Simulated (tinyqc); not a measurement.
## Junction parameters from two forward currents

Inverse problem. D(v) = J1 (exp(v/Vt) - 1) + J2 (exp(v/(2 Vt)) - 1). Find J1, J2 and the voltage 2 Vt ln(J2/J1) near which both parts are equal.

Inputs (values chosen for the exercise):
- T = 358 K (temperature)

Constants: q = 1.602176634e-19 C, kB = 1.380649e-23 J/K, Vt = kB T/q. Results are converted to the units shown.

junction voltages (V): 0.29  0.7
currents (uA/um): 2.3039646e-6  0.011070898

Answer. The current is linear in J1 and J2, so two points give two equations.

J1 = 1.300e-12 uA/um
J2 = 2.100e-8 uA/um
crossover = 0.5979 V

Program tinyqc, `OMP_NUM_THREADS=1 python tinyqc.py 2182256 2182257 out.jsonl`; Intel Xeon 2.30GHz, shared host, one thread, about 0.2 s.
